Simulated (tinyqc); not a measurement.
Undoped symmetric double-gate MOSFET, analytic potential model: two steps of the calculation.

An undoped body of thickness ts between two equal insulators and tied gates; long channel, electrons only, n = ni exp((psi - V)/Vt) with V the quasi-Fermi potential (0 at the source, Vd at the drain), constant mobility, no quantisation. Across the body psi(x) = V - 2 Vt ln[(ts/(2 beta)) sqrt(q ni/(2 eps0 eps_r Vt)) cos(2 beta x/ts)], x from the centre. Q is the electron charge per area of the whole body.

Parameters, values chosen for the exercise; material values those of a made-up semiconductor: temperature T = 293 K; relative permittivity of the semiconductor eps_r = 13; conduction-band density of states at T Nc = 2.78e19 cm^-3; body thickness ts = 25 nm; channel mobility mu = 460 cm^2/(V s); gate length L = 0.2 um; drain voltage Vd = 1 V.

Constants: q = 1.602176634e-19 C, kB = 1.380649e-23 J/K, Vt = kB T/q, eps0 = 8.8541878128e-14 F/cm where lengths are in cm. Results are converted to the units shown.

Question 1. Charges and drain current. beta (between 0 and pi/2) solves (Vg - V0 - V)/(2 Vt) = ln(beta) - ln(cos beta) + 2 r beta tan(beta). Q = 8 eps0 eps_r Vt beta tan(beta)/ts; I = mu (1/L)(4 eps0 eps_r/ts)(2 Vt)^2 [g(beta_s) - g(beta_d)] per width, g = beta tan(beta) - beta^2/2 + r beta^2 tan^2(beta), with beta_s at V = 0 and beta_d at V = Vd.

beta_s = 1.4998994
beta_d = 8.9231083e-6
r = 0.12128686

Wanted: Qs; Qd; g(beta_s); g(beta_d); I.

Answer 1.

Qs = 1964 nC/cm^2
Qd = 7.405e-9 nC/cm^2
g(beta_s) = 74.10
g(beta_d) = 3.981e-11
I = 800.4 uA/um

The term r beta^2 tan^2(beta), which gives the square law, makes up 73.0 % of g at the source.

Question 2. Potential and electron density across the body at the source. psi(x) as above with V = 0 and beta = beta_s; n = ni exp(psi/Vt).

x/ts, point 0 to 6: 0  0.1  0.2  0.3  0.4  0.45  0.5
beta_s = 1.4998994
ni = 4.7309639e9 cm^-3

Wanted: psi; n.

Answer 2.

```
point  psi (V)  n (cm^-3)
0      0.46760  5.2234e17
1      0.46991  5.7232e17
2      0.47729  7.6678e17
3      0.49160  1.3516e18
4      0.51885  3.9765e18
5      0.54427  1.0882e19
6      0.60129  1.0409e20
```

The density at the surface is 199 times that at the centre (1/cos^2 beta). It reaches 3.7 Nc, where Boltzmann statistics overestimate it.

Numbers from tinyqc (`OMP_NUM_THREADS=1 python tinyqc.py 2440123 2440124 out.jsonl`; about 0.07 s on one thread of a shared Intel Xeon 2.30GHz).
